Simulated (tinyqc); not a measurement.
Arrhenius plot: admittance spectroscopy and thermally stimulated current of one trap level in a depletion layer. Computed by tinyqc, a small Python program. Command: `OMP_NUM_THREADS=1 python tinyqc.py 3110543 3110544 out.jsonl admit walk`. One thread of a shared host (Intel(R) Xeon(R) Processor @ 2.30GHz), about 0.01 s of CPU time with the checks.

A Schottky junction on n-type material holds one donor-like electron trap; shallow donors are fully ionised and abrupt depletion edges are assumed.

Inputs (values chosen for the exercise, modelled on n-type germanium):

| quantity | value | unit |
|---|---|---|
| density-of-states mass m | 0.564 | m_0 |
| shallow doping N | 2e+16 | 1/cm^3 |
| trap depth E_t below the band | 0.225 | eV |
| capture cross section sigma | 3.3e-15 | cm^2 |
| test frequency f | 100000 | Hz |

Constants: k_B = 1.380649e-23 J/K; m_0 = 9.1093837015e-31 kg; h = 6.62607015e-34 J s; k_B = 8.617333262e-05 eV/K.

Method:
- N_c = 2 (2 pi m k_B T/h^2)^(3/2), v_th = sqrt(3 k_B T/m), emission rate e_n = sigma v_th N_c exp(-E_t/(k_B T)).
- Where the level crosses the Fermi level capture equals emission, so the trap follows the signal with the rate 2 e_n; G/omega peaks at omega = 2 e_n (the correction for large N_t/N is left out).
- Solve 2 e_n(T_p) = 2 pi f.
- T_p for 0.1, 0.3, 1, 3 and 10 f; least-squares lines of ln(e_n/T^2) and of ln(e_n) against 1/(k_B T), e_n = pi f; sigma = exp(intercept)/(v_th N_c/T^2).

peak temperature T_p = 193.542 K

Peaks:

| f (Hz) | T_p (K) | 1/(k_B T) (1/eV) | ln(e_n/T^2) | ln(e_n) |
|---|---|---|---|---|
| 1.00e+04 | 168.30 | 68.950 | 0.1035 | 10.355 |
| 3.00e+04 | 179.52 | 64.641 | 1.0731 | 11.454 |
| 1.00e+05 | 193.54 | 59.959 | 2.1267 | 12.658 |
| 3.00e+05 | 208.24 | 55.727 | 3.0789 | 13.756 |
| 1.00e+06 | 226.92 | 51.139 | 4.1110 | 14.960 |

depth from e_n/T^2 = 0.225 eV

cross section from the intercept = 3.30e-15 cm^2

depth without the T^2 = 0.25851 eV

Leaving out T^2 adds 34 meV, near 2 k_B T_p = 33 meV.

Extremes, crossings and ranges named in words are read from the listed rows.
